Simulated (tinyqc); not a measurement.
## Trap density from the barrier height

Question. In a partly depleted grain with all boundary traps filled, 2 N W = Qt and VB = q N W^2/(2 eps0 eps_r). Find Qt, W and the doping at which VB would equal Vt.

Parameters, values chosen for the exercise:
- T = 400 K (temperature)
- eps_r = 11.7 (relative permittivity)

Constants: q = 1.602176634e-19 C, kB = 1.380649e-23 J/K, Vt = kB T/q, eps0 = 8.8541878128e-14 F/cm where lengths are in cm. Results are converted to the units shown.

doping = 1.5e18 cm^-3
barrier height = 0.11599441 V

Solution. Eliminating W gives VB = q Qt^2/(8 eps0 eps_r N), which falls as 1/N.

Qt = 3.00e12 cm^-2
W = 10.0 nm
doping for VB = Vt = 5.05e18 cm^-3

Numbers from tinyqc (`OMP_NUM_THREADS=1 python tinyqc.py 2830295 2830296 out.jsonl`; about 0.01 s on one thread of a shared Intel Xeon 2.30GHz).
